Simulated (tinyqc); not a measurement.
Koster-Slater impurity in a tight-binding band, by Green functions and by supercells. Changing the energy inside the band E. Computed by tinyqc, a small Python program. Command: `OMP_NUM_THREADS=1 python tinyqc.py 3016359 3016360 out.jsonl kosterslater sweep`. One thread of a shared host (Intel(R) Xeon(R) Processor @ 2.30GHz), about 0.05 s of CPU time with the checks.

One orbital per site, e(k) = -2 t sum cos(k_i) over 3 direction(s), band from -6 t to 6 t, lattice constant 1. One site has the extra energy U. Spin is left out.

Inputs (values chosen for the exercise, for a model band):

| quantity | value | unit |
|---|---|---|
| hopping t | 0.85 | eV |
| impurity potential U | 7.16 | eV |
| broadening eta | 0.068 | eV |
| impurity concentration c | 0.0004 | per site |

Lattice: simple cubic.

Constants: hbar = 6.582119569e-16 eV s.

Method. Inside the band G0(z), z = E + i eta, comes from the chain form 1/(sqrt(y - 2t) sqrt(y + 2t)) (principal roots) at y = z + 2 t cos k + 2 t cos k', averaged over k and k' in (0, pi) with 200 Gauss-Legendre points each. T = U/(1 - U G0); phase shift delta = -arg(1 - U G0) in (-pi, pi]; host density of states -Im G0/pi; on the impurity -Im[G0/(1 - U G0)]/pi; lifetime of a band state hbar/(-2 c Im T).

One run for each value:

| energy inside the band E (eV) | host density of states (1/eV) | density of states on the impurity (1/eV) | phase shift delta (rad) | scattering lifetime (fs) |
|---|---|---|---|---|
| -4.840 | 0.01764 | 0.001798 | -0.1270 | 2841.2 |
| -3.770 | 0.04710 | 0.003990 | -0.3135 | 1280.3 |
| -2.690 | 0.08142 | 0.005381 | -0.4902 | 949.4 |
| -1.610 | 0.16023 | 0.007213 | -0.8705 | 708.3 |
| -0.538 | 0.16513 | 0.010287 | -1.1865 | 496.6 |
| 0.538 | 0.16513 | 0.011758 | -1.4375 | 434.5 |
| 1.620 | 0.15977 | 0.011369 | -1.8593 | 449.4 |
| 2.690 | 0.08142 | 0.015067 | -2.2343 | 339.1 |
| 3.770 | 0.04710 | 0.017248 | -2.4457 | 296.2 |
| 4.840 | 0.01764 | 0.012759 | -2.7974 | 400.4 |

Over the rows, host density of states (1/eV) goes from 0.0176 through a maximum among these rows, 0.165 at -0.538, to 0.0176; density of states on the impurity (1/eV) lies between 0.00180 and 0.0172 without a single trend; phase shift delta (rad) falls from -0.127 to -2.80.

Extremes, crossings and ranges named in words are read from the listed rows.
